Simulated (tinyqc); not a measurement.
## Ferroelectric hysteresis, discrete Preisach model: First-order reversal: partial erase after a full write

16 bistable elements (j, k) switch to +1 when V reaches u_j and to -1 when V falls to -u_k, and keep their state between. P = Ps sum w_jk s_jk. All elements start at -1. No time dependence and no dielectric part.

w_jk is proportional to exp[-(a_j^2 + a_k^2 - 2 cr a_j a_k)/(2 (1 - cr^2))], a_j = (u_j - Vc)/sg, and the weights sum to one. Sequence: +1.6 V, then -Vr (state P1), then +Vr (state P2), then -Vr again (P3).

Inputs (values chosen for the exercise):

| symbol | value | unit | meaning |
|---|---|---|---|
| Ps | 38 | uC/cm^2 | saturation polarisation |
| Vc | 0.95 | V | mean coercive voltage |
| sg | 0.51 | V | spread of the switching voltages |
| up | [0.2, 0.6, 1, 1.4] | V | list of the u_j |
| cr | 0.8 |  | correlation of up and down voltages |

First-order reversal: partial erase after a full write:
```
Vr (V)  P1 (uC/cm^2)  P2 (uC/cm^2)  P3 (uC/cm^2)
0              38.00         38.00         38.00
0.4            29.29         33.80         29.29
0.8             6.75         30.13          6.75
1.2           -21.46         31.20        -21.46
1.6           -38.00         38.00        -38.00
```

What does the table show?

P1 falls from 38.0 to -38.0 uC/cm^2; the largest single drop, 28.2 uC/cm^2, comes between Vr = 0.8 and 1.2 V. P3 equals P1 in every row: a minor loop closes on itself (return-point memory). The height P2 - P1 of the minor loop goes from 4.52 uC/cm^2 at Vr = 0.4 V to 76.0 at full amplitude.

tinyqc, about 0.01 s, one thread, Intel Xeon 2.30GHz (shared host): `OMP_NUM_THREADS=1 python tinyqc.py 2860126 2860127 out.jsonl`
